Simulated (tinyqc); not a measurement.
# Resonant-tunnelling diode, transfer matrices and Tsu-Esaki current: two studies

Emitter (band edge 0), barrier d1, well Lw, barrier d2, spacer ds, collector (edge -V). The bias drops linearly over these layers and none in the contacts; each layer is cut into ns equal slices, flat at the value of their centres. E is the energy of motion across the layers, C = hbar^2/(2 m0), psi and psi'/m are continuous. Transport is coherent, T(E) is taken as independent of the transverse momentum, and charge in the well is ignored.

Parameters, values chosen for the exercise; masses and offsets of a made-up heterostructure: temperature T = 300 K; mass in the well, spacer and contacts mw = 0.059 m0; barrier height U1 = 0.29 eV; barrier mass m1 = 0.088 m0; emitter barrier d1 = 2.6 nm; well width Lw = 6.3 nm; collector barrier d2 = 2.6 nm; slices in each layer ns = 1; undoped spacer after the collector barrier ds = 2.8 nm; Fermi energy of both contacts above their band edges Ef = 0.05 eV.

Constants: q = 1.602176634e-19 C, kB = 1.380649e-23 J/K, hbar = 1.054571817e-34 J s, m0 = 9.1093837015e-31 kg, Vt = kB T/q, hbar^2/(2 m0) = 0.0380998212 eV nm^2. Results are converted to the units shown.

Each table varies one quantity; the others keep the values above.

## Current against voltage

For the pair (psi, psi'/m) a flat layer has M = [[cos kd, (m/k) sin kd], [-(k/m) sin kd, cos kd]] with k = sqrt(m (E - U)/C) above its edge U, and M = [[cosh Kd, (m/K) sinh Kd], [(K/m) sinh Kd, cosh Kd]] with K = sqrt(m (U - E)/C) below it. Later slices stand to the left. With M acting on (psi, psi'/m) and v = k/m in each lead, T(E) = 4 vL vR/[(vL vR M12 - M21)^2 + (vR M11 + vL M22)^2]. J = J0 times the integral over E > 0 of T(E) N(E), N = ln[(1 + exp((Ef - E)/Vt))/(1 + exp((Ef - V - E)/Vt))], J0 = q^2 mw m0 kB T/(2 pi^2 hbar^3) (times 1e-4 for A/cm^2 per eV). The integral is converged to the digits shown.

Current against voltage:
```
V (V),J (kA/cm^2)
0.016,26.93
0.042,65.48
0.067,96.17
0.093,119.5
0.119,128.0
0.145,101.0
0.171,23.43
0.197,21.71
0.223,25.34
0.248,31.44
0.274,40.60
0.3,53.23
```

Among the rows the current peaks at 128 kA/cm^2 at V = 0.119 V and falls to 21.7 kA/cm^2 at 0.197 V, a ratio of 5.89. At zero bias the resonance lies at 0.0635 eV and the centre of the well takes the share 0.402 of the bias, so the level should reach the emitter band edge near V = 0.158 V; beyond that only the tail of the broadened level (width 3.18 meV at zero bias) and off-resonant tunnelling carry current. Without scattering and space charge the valley comes out far lower than in a real diode. The current rises again in the last rows.

## Resonance against bias

The resonance is the first maximum of T(E) for E > 0, G its full width at half maximum. For a sharp resonance J = J0 (pi G/2) Tp N(Er), with Er the peak energy, Tp the peak transmission and G the full width at half maximum (in eV).

Resonance against bias:
```
V (V),Er (eV),Tp,G (meV),J (kA/cm^2),one-resonance J (kA/cm^2)
0.016,0.05711,0.9955,3.166,26.93,27.15
0.036,0.04906,0.9770,3.150,57.16,57.55
0.055,0.04140,0.9451,3.136,82.28,82.69
0.075,0.03333,0.8940,3.121,104.5,104.6
0.095,0.02524,0.8213,3.102,120.8,120.4
0.115,0.01715,0.7187,3.075,128.1,126.6
0.134,0.009460,0.5741,3.025,119.8,116.5
```

Er falls from 0.0571 to 0.00946 eV, by 0.404 eV a volt, against the share 0.402 of the bias at the centre of the well. Tp falls from 0.996 to 0.574: the bias makes equal barriers unequal. The one-resonance current is 0.79 % above the full integral in the first row and 2.7 % below it in the last.

Numbers from tinyqc (`OMP_NUM_THREADS=1 python tinyqc.py 2600127 2600128 out.jsonl`; about 0.2 s on one thread of a shared Intel Xeon 2.30GHz).
